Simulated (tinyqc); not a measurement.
Classical Heisenberg spin chain: exact results, Metropolis, heat-bath and over-relaxation steps, and a Monte Carlo run. From chi back to temperature T. Computed by tinyqc, a small Python program. Command: `OMP_NUM_THREADS=1 python tinyqc.py 3130090 3130091 out.jsonl heismc inv`. One thread of a shared host (Intel(R) Xeon(R) Processor @ 2.30GHz), about 0.01 s of CPU time with the checks.

E = -J sum_i s_i . s_(i+1) for unit vectors s_i on an open chain; K = J/(k_B T).

Inputs (values chosen for the exercise, for a model chain of large moments): coupling J = -21 meV; moment mu = 5.7 mu_B.

Constants: k_B = 8.617333262e-05 eV/K; mu_B = 5.7883818060e-05 eV/T.

Method. Each bond angle is independent, so u = <s_i . s_(i+1)> = coth K - 1/K, <s_i . s_(i+n)> = u^n, correlation length xi = -1/ln|u|, energy per bond -J u, heat capacity per bond c/k_B = 1 - K^2/sinh^2 K, and for the long chain chi = mu^2 (1 + u)/(3 k_B T (1 - u)) per spin.

Problem. A run gave the result below. Find the temperature T, known to lie between 270 and 540 K.

chi = 0.01385978 mu_B/T per spin

Solution.

Each step takes the trial c = (a f_b - b f_a)/(f_b - f_a), f being the result less the target and a, b, c the logarithms of the listed values; c replaces end b, the old b replaces a if the sign of f changed, and otherwise f_a is halved.

Scan of the range:
```
temperature T (K)  chi (mu_B/T per spin)
270                            0.0149692
303                            0.0141853
340                            0.0133628
382                            0.0125092
429                            0.0116529
481                            0.0108164
540                            0.0099894
```

False position (Illinois rule, in the logarithm of the input) inside the bracket:
```
step    end a    end b    trial  chi (mu_B/T per spin)
1     303.000  340.000  317.136              0.0138635
2     340.000  317.136  317.298              0.0138598
3     340.000  317.298  317.301              0.0138597
4     317.298  317.301  317.300              0.0138598
```

chi falls at every point of a 13-point scan of the range (every second point is shown), so one value fits; it is bracketed by 303 and 340. Answer: temperature T = 317.3 K.
